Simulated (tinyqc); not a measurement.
What moves the results: six-band hole subbands of a thin body in a field. A value that a table varies takes the place of the one given here.

Basis X, Y, Z times spin, hole energies counted downwards from the unstrained edge (the hydrostatic shift is left out), c = hbar^2/2m0. For a symmetric tensor T let C(T) have C_XX = L Txx + M (Tyy + Tzz), C_XY = N Txy (cyclic), L = c (g1 + 4 g2), M = c (g1 - 2 g2), N = 6 c g3. k = q + kz n, n the unit normal, q = k1 u + k2 v with u along the channel [1-10] and v = n x u. H = C(k k^T) + (Dso/3)(1 - L.sigma) - B + e F z with (L_k)_ij = -i epsilon_kij; B is the block C built from the traceless strain with 2b, -b and sqrt(3) d in place of L, M, N. Strain: exx = eyy = (s11 + s12) sx/2, ezz = s12 sx, exy = -s44 sx/4. Hard walls at z = 0 and t; basis sin(j pi z/t), j = 1 to Nz: kz^2 = (j pi/t)^2, kz = -i D with D_jl = 4 j l/(t (j^2 - l^2)), z_jj = t/2 and z_jl = -8 t j l/(pi (j^2 - l^2))^2 for j + l odd; 1 MV/cm = 0.01 eV/angstrom.

Nz = 14. E1 is the top subband at q = 0, gap the distance to the next pair, and the masses are c q^2/(E(q) - E1) at |q| = 0.02 1/angstrom (mean of the spin pair) along the channel [1-10] and across it in the plane; a dash marks a band that does not rise.

Constants: hbar^2/2m0 = 3.80998211 eV angstrom^2.

Parameters, chosen for this exercise (near those of a p-type Si channel; the results hold for these values, not for the real material): g1 = 4.29 (Luttinger gamma1); g2 = 0.34 (gamma2); g3 = 1.45 (gamma3); Dso = 0.044 eV (spin-orbit splitting); b = -2.1 eV (tetragonal potential); d = -4.75 eV (trigonal potential); S = (7.71, -2.12, 12.62) 1/TPa (compliances s11, s12, s44); face = 110 (surface); t = 60 angstrom (body thickness); F = 1.2 MV/cm (field across the body); sx = 0 GPa (stress along the channel [1-10], negative in compression).

## Stress along the channel

Each row has its own sx.

Results:
```
sx (GPa)  E1 (meV)  gap (meV)  m channel  m across
-3.0          30.4       93.7      0.114     0.277
-2.0          66.6       93.7      0.114     0.277
-1.0         102.8       93.6      0.114     0.277
-0.5         120.8       93.5      0.115     0.277
0.0          138.9       93.3      0.115     0.277
0.5          156.9       92.9      0.115     0.277
1.0          174.8       91.3      0.116     0.278
```

How do the results move?

Under 2 GPa of compression the channel mass goes from 0.115 to 0.114 m0, the mass across at 0.277; the gap to the next subband is 94, 93 and 91 meV at -2, 0 and +1 GPa. The lightest channel mass of the table, 0.114 m0, is at -3.0, -2.0 and -1.0 GPa. Compression changes the channel mass little here, since confinement on this face has already singled out the orbital that the stress favours.

## Surface orientation and number of bands

Three faces, six bands; and four bands, with Dso set to 1000 eV.

Results:
```
case           E1 (meV)  gap (meV)  m channel  m across
(001) 6 bands     293.6       19.5      0.414     0.414
(001) 4 bands     293.6       33.1      0.333     0.333
(110) 6 bands     138.9       93.3      0.115     0.277
(110) 4 bands     230.9      132.6      0.150     0.317
(111) 6 bands     213.6       27.7      0.292     0.294
(111) 4 bands     213.6      156.4      0.191     0.191
```

How do the results move?

With six bands the top subband is shallowest on (110) (138.9 meV) and deepest on (001). The lightest channel mass is on (110) (0.115 m0). Dropping the split-off band moves E1 by 0.0, 92.0 and 0.0 meV and the gap by 13.6, 39.3 and 128.7 meV on the three faces, with Dso = 44 meV.

## What each parameter does

Six bands. Each row changes one parameter from the base and keeps the others.

Results:
```
case             E1 (meV)  gap (meV)  m channel (m0)  m across (m0)
base                138.9       93.3           0.115          0.277
t = 50 angstrom     138.9       93.3           0.115          0.277
F = 1.5 MV/cm       159.1      108.4           0.115          0.277
sx = -0.5 GPa       120.8       93.5           0.115          0.277
g3 = 1.35           172.7      117.3           0.119          0.277
g2 = 0.39           145.8       98.5           0.115          0.285
Dso = 0.066 eV      145.0       92.9           0.115          0.278
d = -3.8 eV         138.9       93.3           0.115          0.277
```

What can be read from the table?

The largest shifts from the base row, up to three for each result and ties (the steps differ in size, so this ranks the rows, not the parameters). E1 (meV): g3 +33.8, F +20.2, sx -18.0; unchanged at the printed digits by t and d. gap (meV): g3 +23.9, F +15.1, g2 +5.1; unchanged at the printed digits by t and d. m channel (m0): g3 +0.004; unchanged at the printed digits by t, F, sx, g2, Dso and d. m across (m0): g2 +0.008, Dso +0.000; unchanged at the printed digits by t, F, sx, g3 and d.

Computed by tinyqc, a small Python program: `OMP_NUM_THREADS=1 python tinyqc.py 1281329 1281330 out.jsonl` (the numbers bound the seed that draws the inputs); one thread of a shared host (Intel(R) Xeon(R) Processor @ 2.30GHz), about 0.4 s for the whole set of steps.
